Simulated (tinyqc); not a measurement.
Hubbard chain of 4 sites, step by step. Computed by tinyqc, a small Python program that keeps every step. Settings: hopping = 0.85, U = 12.0, mixing = 1, iteration cap = 79. Command: `OMP_NUM_THREADS=1 python tinyqc.py 26561 26562 out.jsonl` (the two numbers bound the seeds that draw the settings). One thread of a shared host (Intel(R) Xeon(R) Processor @ 2.60GHz), about 0.1 s of CPU time with the checks. Later iterations appear only in the table of the cycle.

## Mean-field iteration 1

one-body matrix (hopping and site energies) (eV):
```
           1          2          3          4
1   0.000000  -0.850000   0.000000   0.000000
2  -0.850000   0.000000  -0.850000   0.000000
3   0.000000  -0.850000   0.000000  -0.850000
4   0.000000   0.000000  -0.850000   0.000000
```

U = 12.000000 eV

electrons, up and down: 2  2

mixing = 1

n(up) at the start (a guess, not normalised): 1 0.800000, 2 0.200000, 3 0.800000, 4 0.200000

n(down) at the start (a guess): 1 0.200000, 2 0.800000, 3 0.200000, 4 0.800000

H(up) = T + U n(down), H(down) = T + U n(up); fill the lowest levels; n(new) = n + mixing (n(out) - n); E = tr T (rho up + rho down) + U sum n_up n_down of the output.

levels, up (eV): 2.146232  2.361873  9.638127  9.853768

levels, down (eV): 2.146232  2.361873  9.638127  9.853768

energy = -0.236728 eV

n(up) after iteration 1: 1 0.987108, 2 0.025273, 3 0.974727, 4 0.012892

n(down) after iteration 1: 1 0.012892, 2 0.974727, 3 0.025273, 4 0.987108

## Mean-field iteration 2

As before.

levels, up (eV): 0.060357  0.211361  11.788639  11.939643

levels, down (eV): 0.060357  0.211361  11.788639  11.939643

energy = -0.359796 eV

n(up) after iteration 2: 1 0.994747, 2 0.010556, 3 0.989444, 4 0.005253

n(down) after iteration 2: 1 0.005253, 2 0.989444, 3 0.010556, 4 0.994747

## Convergence

Each step fills the lowest levels of T + U n(other spin) and sets n(new) = n + mixing (n(out) - n); stop when output and input agree to 1e-8.

Course of the cycle:
```
iteration       E (eV)  largest |n(out) - n(in)|  mean |n_up - n_down|
1          -0.23672839                  1.87e-01              0.961835
2          -0.35979556                  1.47e-02              0.984191
3          -0.36003538                  5.30e-04              0.984949
4          -0.36003565                  1.79e-05              0.984974
5          -0.36003565                  5.99e-07              0.984975
6          -0.36003565                  2.01e-08              0.984975
7          -0.36003565                  6.73e-10              0.984975
```

local moments n_up - n_down: 1 0.989966, 2 -0.979984, 3 0.979984, 4 -0.989966

Converged in 7 iterations. Before convergence this energy mixes input and output and is not variational, so it may rise towards its limit.

## Exact diagonalisation (36 states)

Lowest levels of the sector, and the double occupancy of the lowest state.

lowest levels (eV): -0.558923  -0.403334  -0.237308  -0.151878  -0.070158  0.000000

double occupancy per site = 0.011205

The mean-field solution above lies 0.1989 eV above the exact energy.

## The lowest level by Lanczos steps

From a random start vector (not printed): a_j = <q_j|H|q_j>, b_j = norm of the remainder after orthogonalising; the Ritz value is the lowest eigenvalue of the tridiagonal matrix of a and b so far.

Lanczos:
```
j    a_j (eV)   b_j (eV)  lowest Ritz value (eV)
1   12.721982   7.462985             12.72198229
2   12.893399   9.431022              5.34421342
3    9.780676   2.677753             -0.25785419
4   12.255356   2.408538             -0.48741462
5   17.052383   9.887499             -0.49355195
6    8.110388   5.279279             -0.50562150
7   11.253802   0.817823             -0.55133954
8   11.707529   6.206825             -0.55226179
9   10.665345  10.301797             -0.55262983
10  13.956810   1.821272             -0.55641104
```
